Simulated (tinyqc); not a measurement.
# Schottky diode by thermionic emission with image-force lowering and series resistance: what changes with what

Metal on an n-type semiconductor with one parabolic valley; V > 0 is forward bias (metal positive). I = I0 [exp(Vj/(n Vt)) - 1] with Vj = V - I Rs; I0 = S A* T^2 exp(-(phi - dphi)/Vt), the lowering dphi taken at zero bias.

Inputs (values chosen for the exercise); band and dielectric values close to those of gallium arsenide:
```
symbol    value   unit                             meaning
T           300      K                         temperature
me       0.0678     m0                       electron mass
eps_r      13.2                      relative permittivity
phi        0.62     eV  barrier height seen from the metal
Nd       8.1e16  cm^-3                       donor density
S       0.00032   cm^2                                area
n          1.12                            ideality factor
Rs          160    ohm                   series resistance
```

Constants: q = 1.602176634e-19 C, kB = 1.380649e-23 J/K, h = 6.62607015e-34 J s, m0 = 9.1093837015e-31 kg, Vt = kB T/q, eps0 = 8.8541878128e-14 F/cm where lengths are in cm. Results are converted to the units shown.

Each table varies one quantity; the others keep the values above.

## Soft saturation in reverse bias

A* = 4 pi q me m0 kB^2/h^3 (times 1e-4 for A/(cm^2 K^2)); Nc = 2 (2 pi me m0 kB T/h^2)^1.5 (times 1e-6 for cm^-3); xi = Vt ln(Nc/Nd), Vbi = phi - xi; surface field Em = sqrt(2 q Nd (Vbi - V - Vt)/(eps0 eps_r)); dphi = sqrt(q Em/(4 pi eps0 eps_r)). Here dphi follows the bias, J = -A* T^2 exp(-(phi - dphi(V))/Vt) [1 - exp(V/Vt)], without Rs.

Result of one run:
```
V (V)  Em (kV/cm)  dphi (meV)  J (A/cm^2)
-0.2        129.1       37.52   -1.202e-4
```

What becomes of these results when the applied bias V is changed from -0.2 to -0.5 V, all else the same?

Result of the changed run:
```
V (V)  Em (kV/cm)  dphi (meV)  J (A/cm^2)
-0.5        152.7       40.82   -1.366e-4
```

The whole series:
```
V (V)  Em (kV/cm)  dphi (meV)  J (A/cm^2)
-0.2        129.1       37.52   -1.202e-4
-0.5        152.7       40.82   -1.366e-4
-1          185.5       44.99   -1.605e-4
-2          238.0       50.95   -2.022e-4
-4          317.9       58.89   -2.748e-4
-7          409.5       66.84   -3.737e-4
-10         484.0       72.67   -4.682e-4
-15         587.7       80.07   -6.234e-4
```

dphi rises from 37.5 to 80.1 meV, as the square root of the field, and |J| grows by a factor of 5.19: the reverse current does not saturate. Tunnelling and generation are left out.

## Current against voltage

Same model as above.

The apparent ideality is (dV/d ln I)/Vt.

Current against voltage:
```
V (V)     I (A)   Vj (V)  apparent ideality
0.05   1.595e-7  0.04997             0.9216
0.13   2.992e-6   0.1295              1.126
0.22   5.172e-5   0.2117              1.439
0.3    2.598e-4   0.2584              2.728
0.39   6.549e-4   0.2852              5.173
0.47   0.001067   0.2993              7.722
0.55   0.001504   0.3093              10.43
0.64   0.002014   0.3177              13.59
0.72   0.002477   0.3237              16.45
0.81   0.003004   0.3293              19.71
```

I rises from 1.59e-7 to 0.00300 A, and the apparent ideality rises from 0.922 to 19.7, against n = 1.12. It starts below n because the -1 in the diode law still counts there. From V = 0.3 V on, I Rs exceeds n Vt and the resistance bends the curve.

tinyqc, about 0.01 s, one thread, Intel Xeon 2.30GHz (shared host): `OMP_NUM_THREADS=1 python tinyqc.py 2640015 2640016 out.jsonl`
